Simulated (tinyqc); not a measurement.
Conversion gain and read noise from the photon-transfer curve.

Problem. Temporal variance = CG x mean output + vn^2 (dark signal removed), CG = q As/Cf. Find CG, vn, the read noise in electrons and Cf.

Inputs (values chosen for the exercise): source-follower gain As = 0.83.

Constants: q = 1.602176634e-19 C. Results are converted to the units shown.

temporal variance at mean outputs of 50 and 300 mV (mV^2): 11.27694351  67.62468106

Answer. Poisson statistics make the slope equal to CG; the intercept is vn^2.

CG = 225 uV/electron
vn = 86.0 uV
read noise = 0.382 electrons
Cf = 0.590 fF

Program tinyqc, `OMP_NUM_THREADS=1 python tinyqc.py 2630128 2630129 out.jsonl`; Intel Xeon 2.30GHz, shared host, one thread, about 0.01 s.
